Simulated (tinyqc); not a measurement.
# Correction of a charged-defect supercell by a model charge and potential alignment (plane-averaged potentials), step by step

A worked calculation. Computed by tinyqc, a small Python program that keeps every step. Command: `OMP_NUM_THREADS=1 python tinyqc.py 3112975 3112976 out.jsonl align walk`. One thread of a shared host (Intel(R) Xeon(R) Processor @ 2.30GHz), about 0.01 s of CPU time with the checks. Intermediate numbers are printed to about 6 digits and carried at full precision; extremes and crossings named in words are read from the listed rows.

The "true" defect charge is (1 - x) q in a Gaussian of width sigma plus x q in one of width sigma_t, so the exact answer is known; the correction sees only a single model Gaussian of width sigma_m. A Gaussian of width s has the transform rho(G) = exp(-G^2 s^2/2), normalised to 1. A uniform background cancels q, so G = 0 is left out. Potentials are those felt by a unit positive charge. E_0 is the formation energy of the isolated defect, E_cell its value in the supercell, E_lat = E_iso - E_per of the model charge, C the true less the model potential far from the defect; the exact correction is E_0 - E_cell, and the error of a scheme is E_cell plus its correction less E_0.

Inputs (values chosen for the exercise, with screening close to that of GaAs):
```
quantity                                     value      unit
defect charge q                                 -2         e
dielectric constant eps                         13         -
edge of the cubic cell L                      14.6  angstrom
width sigma of the true defect charge          1.2  angstrom
width sigma_m of the model charge             0.83  angstrom
share x of the charge in a wide tail           0.2         -
width sigma_t of the tail                      1.8  angstrom
formation energy of the isolated defect E_0   3.47        eV
```

Constants: e^2/(4 pi eps_0) = 14.39964548 eV angstrom.

## The supercell energy and its true error

Periodic energy E_per = (2 pi q^2/(eps L^3)) (e^2/(4 pi eps_0)) sum_(G != 0) rho(G)^2/G^2, G = (2 pi/L)(n1, n2, n3), |n_i| <= 16. Isolated energy: two Gaussians of charges q_a, q_b and widths a, b interact by q_a q_b (e^2/(4 pi eps_0 eps)) sqrt(2/pi)/sqrt(a^2 + b^2), and the self-energy is half the sum over pairs. Supercell value E_cell = E_0 + E_per - E_iso for the true charge.

E_iso, true charge = 0.955830 eV

E_per, true charge = 0.541414 eV

E_cell = 3.05558 eV

exact correction = 0.414416 eV

## Lattice energy of the model charge

E_lat = E_iso - E_per for the model charge; point-charge value alpha q^2 e^2/(4 pi eps_0 eps 2 L) with alpha = 2.837297.

E_iso, model = 1.50586 eV

E_per, model = 1.08151 eV

E_lat = 0.424355 eV

point-charge value = 0.430517 eV

## Plane-averaged potentials

Plane-averaged potential at distance z from the defect: V(z) = (4 pi q/(eps L^3)) (e^2/(4 pi eps_0 e)) sum_(m != 0) rho(G_m) cos(G_m z)/G_m^2, G_m = 2 pi m/L, |m| <= 40.

Potentials (V):
```
z/L   z (angstrom)        true      model  difference
0.00          0.00  -0.0981728  -0.118733   0.0205604
0.05          0.73  -0.0900547  -0.105391   0.0153362
0.10          1.46  -0.0688044  -0.074459   0.0056548
0.15          2.19  -0.0411623  -0.040282  -0.0008807
0.20          2.92  -0.0130614  -0.009431  -0.0036303
0.25          3.65   0.0122232   0.016781  -0.0045579
0.30          4.38   0.0333820   0.038232  -0.0048499
0.35          5.11   0.0499782   0.054916  -0.0049378
0.40          5.84   0.0618712   0.066833  -0.0049621
0.45          6.57   0.0690156   0.073984  -0.0049680
0.50          7.30   0.0713981   0.076367  -0.0049690
```

The difference moves by 0.01 mV between z/L = 0.4 and 0.5: a plateau.

## Alignment and corrected energy

C = difference at z = L/2; E_corr = E_cell + E_lat - q C. For charges that have died out at L/2, C = (2 pi q/(eps L^3)) (e^2/(4 pi eps_0 e)) (<s^2> - sigma_m^2), <s^2> = (1 - x) sigma^2 + x sigma_t^2.

alignment C = -0.00496898 V

C, closed form = -0.00496950 V

E_corr = 3.47000 eV

error with alignment (rounded to 1e-4 meV) = 0.001 meV

error without alignment = 9.93900 meV

error with the point-charge term alone = 16.1013 meV

error without correction = -414.416 meV

Errors are measured against E_0. Alignment cuts the error of the model charge from 9.9 to below 0.001 meV.

## Errors against cell size

Schemes: none; point-charge term alpha q^2 e^2/(4 pi eps_0 eps 2 L), alpha = 2.837297; E_lat of the model; E_lat - q C with C at z = L/2.

Error against E_0 (meV):
```
L (angstrom)      none  point charge  model charge  model and alignment
10.2          -569.015       47.2151       29.1433             0.260218
12.4          -480.617       26.2817       16.2231             0.018955
14.6          -414.416       16.1013        9.9390             0.001049
17.5          -349.824        9.3498        5.7715             0.000015
```

Between the last two rows the uncorrected error scales as L^-0.94 and the point-charge remainder as L^-3.00. With alignment the error is +0.3 meV in the smallest cell and 0.00 meV in the largest.

Checks made by the program: E_lat against the point-charge value less 2 pi q^2 sigma_m^2 e^2/(4 pi eps_0 eps L^3) (relative difference 2e-07).
